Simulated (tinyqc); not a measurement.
From allowed |dT| back to temperature T: thermal and gravitational stress in a wafer during furnace and rapid thermal processing, and the onset of slip. Computed by tinyqc, a small Python program. Command: `OMP_NUM_THREADS=1 python tinyqc.py 3015429 3015430 out.jsonl slip inv`. One thread of a shared host (Intel(R) Xeon(R) Processor @ 2.30GHz), about 0.01 s of CPU time with the checks.

A thin free disc in plane stress, isotropic; T(r) = T_centre + dT (r/R)^n. Stress is positive in tension; sigma_SB = 5.670374419e-8 W/(m^2 K^4), g = 9.80665 m/s^2.

Inputs (values chosen for the exercise, modelled on silicon):

| quantity | value | unit |
|---|---|---|
| Young's modulus E | 146 | GPa |
| expansion alpha | 4.2 | 1e-6/K |
| edge less centre temperature dT | 35 | K |
| exponent n of the profile | 4 | - |
| prefactor A of the critical stress | 0.0002 | MPa |
| energy U of the critical stress | 1.03 | eV |

Temperature profile: edge zone, power law.

Constants: k_B = 8.617333262e-05 eV/K.

Method. With x = r/R: s_rr = alpha E dT (1 - x^n)/(n + 2), s_tt = alpha E dT [1 - (n + 1) x^n]/(n + 2). Critical resolved stress tau_c = A exp(U/(k_B T)), a form chosen for the exercise; slip when 0.492799 |s_tt(R)| > tau_c; allowed |dT| = tau_c (n + 2)/(0.492799 n alpha E).

Task: A run gave the result below. Find the temperature T, known to lie between 1100 and 1300 K.

allowed |dT| = 49.49494 K

Result:

Each step takes the trial c = (a f_b - b f_a)/(f_b - f_a), f being the result less the target and a, b, c the logarithms of the listed values; c replaces end b, the old b replaces a if the sign of f changed, and otherwise f_a is halved.

Scan of the range:

| temperature T (K) | allowed \|dT\| (K) |
|---|---|
| 1100 | 51.9893 |
| 1130 | 38.9609 |
| 1160 | 29.6363 |
| 1200 | 21.0213 |
| 1230 | 16.4874 |
| 1260 | 13.0818 |
| 1300 | 9.7702 |

False position (Illinois rule, in the logarithm of the input) inside the bracket:

| step | end a | end b | trial | allowed \|dT\| (K) |
|---|---|---|---|---|
| 1 | 1100.00 | 1130.00 | 1105.68 | 49.1661 |
| 2 | 1100.00 | 1105.68 | 1104.49 | 49.7410 |
| 3 | 1105.68 | 1104.49 | 1105.00 | 49.4940 |
| 4 | 1104.49 | 1105.00 | 1105.00 | 49.4949 |
| 5 | 1104.49 | 1105.00 | 1105.00 | 49.4949 |
| 6 | 1105.00 | 1105.00 | 1105.00 | 49.4949 |

Allowed |dT| falls at every point of a 13-point scan of the range (every second point is shown), so one value fits; it is bracketed by 1100 and 1130. Answer: temperature T = 1105 K.
